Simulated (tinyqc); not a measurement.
# Front-illuminated p-i-n photodiode, quantum efficiency and bandwidth: efficiency and bandwidth against the diameter

Light enters through a p layer (0 to xp), a depleted layer (xp to xp + wi) and a thick n substrate, decaying as exp(-al x); one pass, no back reflection. Carriers made in the depleted layer are all collected; those in the neutral layers diffuse.

k = al Ln, s = S Ln/Dn, e = exp(-al xp); front layer f1 = (k/(k^2 - 1)) {[s + k - e (s cosh(xp/Ln) + sinh(xp/Ln))]/[s sinh(xp/Ln) + cosh(xp/Ln)] - k e}; depleted layer f2 = e (1 - exp(-al wi)); substrate f3 = e exp(-al wi) al Lp/(1 + al Lp); external efficiency (1 - Rf)(f1 + f2 + f3); responsivity = efficiency q lam/(h c). Drift response for pairs made in the depleted layer, a = al wi, g = 1 - exp(-a), u = 2 pi i f, te = wi/ve, th = wi/vh: electrons He = [g - a (exp(-a) - exp(-u te))/(u te - a)]/(u te g), holes Hh = [g - a (1 - exp(-a - u th))/(a + u th)]/(u th g); C = eps0 eps_r pi (dia/2)^2/wi + Cp; total |He + Hh|/sqrt(1 + (2 pi f RL C)^2), for the current of the depleted layer alone. Limits are the frequencies at which each factor falls to 1/sqrt(2); inverse-square sum (f_transit^-2 + f_RC^-2)^(-1/2); the diffusion currents f1 and f3 are left out of the bandwidth.

Parameters, values chosen for the exercise; values close to those of gallium arsenide at this wavelength: wavelength lam = 850 nm; absorption coefficient al = 10200 1/cm; reflectance of the front face Rf = 0.02; relative permittivity eps_r = 12.8; thickness of the front p layer xp = 0.17 um; thickness of the depleted layer wi = 1.4 um; electron diffusion coefficient in the p layer Dn = 42 cm^2/s; electron diffusion length in the p layer Ln = 0.27 um; recombination velocity of the front surface S = 600 cm/s; hole diffusion length in the thick n substrate Lp = 6.5 um; electron drift velocity ve = 8.26e6 cm/s; hole drift velocity vh = 5.64e6 cm/s; load resistance RL = 50 ohm; parasitic capacitance Cp = 40 fF.

Constants: q = 1.602176634e-19 C, h = 6.62607015e-34 J s, c = 299792458 m/s, eps0 = 8.8541878128e-14 F/cm where lengths are in cm. Results are converted to the units shown.

The same in every row: f2 = 0.6392; f1 + f3 = 0.3158; responsivity (A/W) = 0.6416; transit limit (GHz) = 27.98.

Results:
```
dia (um)	RC limit (GHz)	3 dB bandwidth (GHz)	inverse-square sum (GHz)	bandwidth x (1 - Rf) f2 (GHz)
5	76.54	25.71	26.28	16.11
10	68.66	25.27	25.91	15.83
20	48.65	23.39	24.25	14.65
50	16.00	13.43	13.89	8.410
100	4.710	4.621	4.645	2.894
200	1.232	1.231	1.231	0.7708
1000	0.05003	0.05003	0.05003	0.03134
```

Estimate the missing row, dia = 500 um.

Computed row:
```
dia (um)	RC limit (GHz)	3 dB bandwidth (GHz)	inverse-square sum (GHz)	bandwidth x (1 - Rf) f2 (GHz)
500	0.1998	0.1997	0.1998	0.1251
```

With this row back in the table: As dia goes from 5 to 1000, the responsivity stays at 0.642 A/W and the bandwidth falls from 25.7 to 0.0500 GHz. The RC limit is the lower one for dia = 50, 100, 200, 500, 1000, the transit limit elsewhere. Adding inverse squares of the two limits is within 3.7 % of the full result. In every row the diffusion currents exceed 0.3 of the drift current; their own response times, left out, may then shape the whole response.

Computed by the program tinyqc: `OMP_NUM_THREADS=1 python tinyqc.py 2250012 2250013 out.jsonl`, one thread of a shared Intel Xeon 2.30GHz, about 0.01 s for the whole run.
